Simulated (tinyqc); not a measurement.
# Resistance of a source-drain extension with a graded tip: effect of the position under the gate where the fall begins

y runs along the channel, the gate covers y > 0. The doping is N0 for y < y0 and N0 10^(-(y - y0)/la) beyond, uniform over the depth xj. Sheet conductance s(y) = q mu(N) max(N - Nch, 0) xj + (for y > 0) ma Cox Vo, with mu(N) = u0 + (u1 - u0)/(1 + (N/Nr)^au) and Cox = eps0 eox/tox. Current is taken as one-dimensional; depletion of the tip, spreading and the contact are left out. The metallurgical junction lies at yj, where N = Nch.

R_spacer = integral of dy/s from -Ls to 0, R_ov from 0 to yj, R_channel = (Lg - 2 yj)/(ma Cox Vo), R_total = 2 R_spacer + 2 R_ov + R_channel. Electrical length L_eff = ma Cox dR_total/d(1/Vo); R_series = R_total - L_eff/(ma Cox Vo).

Inputs (values chosen for the exercise); mobility law close to that of electrons in silicon: relative permittivity of the gate insulator (close to silicon dioxide) eox = 3.9; insulator thickness tox = 2.5 nm; active doping of the extension far from the gate N0 = 2.1e20 cm^-3; lateral abruptness la = 2.2 nm/decade; depth of the extension xj = 22 nm; channel doping Nch = 2.5e18 cm^-3; spacer length Ls = 14 nm; gate overdrive Vo = 0.68 V; mobility of the gate-induced layer ma = 150 cm^2/(V s); mobility at low doping u1 = 1414 cm^2/(V s); mobility at high doping u0 = 68.5 cm^2/(V s); reference doping Nr = 9.2e16 cm^-3; exponent au = 0.711; gate length Lg = 60 nm.

Constants: q = 1.602176634e-19 C, eps0 = 8.8541878128e-14 F/cm where lengths are in cm. Results are converted to the units shown.

Effect of the position under the gate where the fall begins:

| y0 (nm) | yj (nm) | R_spacer (ohm um) | R_ov (ohm um) | R_channel (ohm um) | R_total (ohm um) | L_eff (nm) | R_series (ohm um) |
|---|---|---|---|---|---|---|---|
| -2 | 2.233 | 3.375 | 6.812 | 394.2 | 414.5 | 56.58 | 12.95 |
| 0 | 4.233 | 2.587 | 7.860 | 365.8 | 386.7 | 52.61 | 13.28 |
| 2 | 6.233 | 2.587 | 8.220 | 337.4 | 359.0 | 48.61 | 13.98 |
| 4 | 8.233 | 2.587 | 8.581 | 309.0 | 331.3 | 44.61 | 14.68 |
| 6 | 10.23 | 2.587 | 8.941 | 280.6 | 303.7 | 40.61 | 15.38 |
| 8 | 12.23 | 2.587 | 9.301 | 252.2 | 276.0 | 36.62 | 16.09 |

As y0 goes from -2 to 8, R_total falls from 415 to 276 ohm um, L_eff falls from 56.6 to 36.6 nm and R_series rises from 13.0 to 16.1 ohm um. More overlap also shortens the channel and adds capacitance, effects on threshold and speed that are left out.

tinyqc, about 0.04 s, one thread, Intel Xeon 2.30GHz (shared host): `OMP_NUM_THREADS=1 python tinyqc.py 2282216 2282217 out.jsonl`
